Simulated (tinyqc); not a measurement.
# Floating body of a partially depleted SOI transistor: body voltage and kink: transfer curve and swing

Source at 0 V. Channel current Ic = 2 nf K Vt^2 [F(0) - F(Vd)](1 + la Vd), F(V) = ln^2(1 + exp((Vg - VT - nf V)/(2 nf Vt))), VT = VT0 - gb Vb. Saturation voltage Vs = 2 Vt sqrt(F(0)) + 3 Vt, excess Ve = (Vd - Vs + sqrt((Vd - Vs)^2 + 0.0004 V^2))/2, multiplication M1 = Ai Ve exp(-Bl/Ve). Each junction passes D(v) = J1 (exp(v/Vt) - 1) + J2 (exp(v/(2 Vt)) - 1). Bipolar current Ib = bb J1 (exp(Vb/Vt) - 1). The body settles where M1 (Ic + Ib) = D(Vb) + D(Vb - Vd) + Vb/Rb; drain current Id = (1 + M1)(Ic + Ib) - D(Vb - Vd).

Rows with more than one solution for Vb (latch) are left out; dId/dVd by a forward difference over 1e-4 V, swing = 1e-4 V over the change of log10 Id; M1 under 1e-12 is printed as 0.

Values chosen for this exercise; values of the order met in partially depleted silicon-on-insulator transistors:
```
symbol    value         unit                                                                                            meaning
T           358            K                                                                                        temperature
VT0         0.3            V                                                                     threshold at zero body voltage
gb         0.24                                                                  fall of the threshold per volt of body voltage
nf         1.28                                                                                                    slope factor
K           180  uA/(V^2 um)                                                                              gain factor per width
la         0.04          1/V                                                                   channel-length modulation factor
Ai          2.5          1/V                                                                        impact-ionisation prefactor
Bl          5.3            V                                                                          impact-ionisation voltage
J1      3.6e-11        uA/um                                                      diffusion saturation current of each junction
J2       1.2e-8        uA/um                                                  recombination saturation current of each junction
bb            1                                                 gain of the lateral bipolar transistor on the diffusion current
Rb          1e9      kohm um  resistance of a weak body tie to the source (1e9 stands for no tie, and the term is then dropped)
Vd          1.4            V                                                                                      drain voltage
```

Constants: q = 1.602176634e-19 C, kB = 1.380649e-23 J/K, Vt = kB T/q. Results are converted to the units shown.

Result of one run:
columns A: Vg (V); B: Vb (V); C: M1; D: Id, floating (uA/um); E: Id, grounded (uA/um); F: ratio; G: swing, floating (mV/decade); H: swing, grounded (mV/decade)
```
A           B        C         D         E      F      G      H
-0.15  0.2899  0.05665  3.226e-5  5.495e-6  5.871  63.64  91.28
```

What becomes of these results when the gate voltage Vg is changed from -0.15 to -0.05 V, all else the same?

Result of the changed run:
columns A: Vg (V); B: Vb (V); C: M1; D: Id, floating (uA/um); E: Id, grounded (uA/um); F: ratio; G: swing, floating (mV/decade); H: swing, grounded (mV/decade)
```
A           B        C         D         E      F      G      H
-0.05  0.4273  0.05618  9.290e-4  6.842e-5  13.58  73.01  91.49
```

The whole series:
columns A: Vg (V); B: Vb (V); C: M1; D: Id, floating (uA/um); E: Id, grounded (uA/um); F: ratio; G: swing, floating (mV/decade); H: swing, grounded (mV/decade)
```
A           B         C         D         E      F      G      H
-0.15  0.2899   0.05665  3.226e-5  5.495e-6  5.871  63.64  91.28
-0.05  0.4273   0.05618  9.290e-4  6.842e-5  13.58  73.01  91.49
0.05   0.5250   0.05423   0.01837  8.354e-4  21.99  82.65  92.84
0.15   0.5994   0.04833    0.2187  0.009504  23.01  109.0  97.50
0.25   0.6458   0.03806     1.222   0.08830  13.84  169.3  112.0
0.35   0.6695   0.02711     3.656    0.5420  6.746  262.2  148.3
0.45   0.6799   0.01803     7.621     1.989  3.831  373.5  215.2
0.55   0.6822   0.01127     13.02     4.874  2.672  492.0  307.6
0.65   0.6785  0.006563     19.80     9.284  2.132  612.6  414.0
```

Vb goes from 0.290 through a maximum of 0.682 (at Vg = 0.55 V among the rows listed) to 0.679 V. The smallest swing among the rows is 63.6 mV a decade with a floating body (at Vg = -0.15 V) and 91.3 with a grounded one; Vt ln 10 = 71.0. The floating swing is smaller by more than 3 % for Vg = -0.15, -0.05, 0.05 V, where the rising Vb lowers the threshold as Vg rises. In the first row the floating body raises the current by a factor of 5.87.

Range of the model: The multiplication law is an empirical form chosen for the exercise; self-heating and capacitive coupling to the body are left out, and the linear laws are rough once Vb passes about 0.7 V or M1 about 0.1.

tinyqc, about 0.2 s, one thread, Intel Xeon 2.30GHz (shared host): `OMP_NUM_THREADS=1 python tinyqc.py 2182256 2182257 out.jsonl`
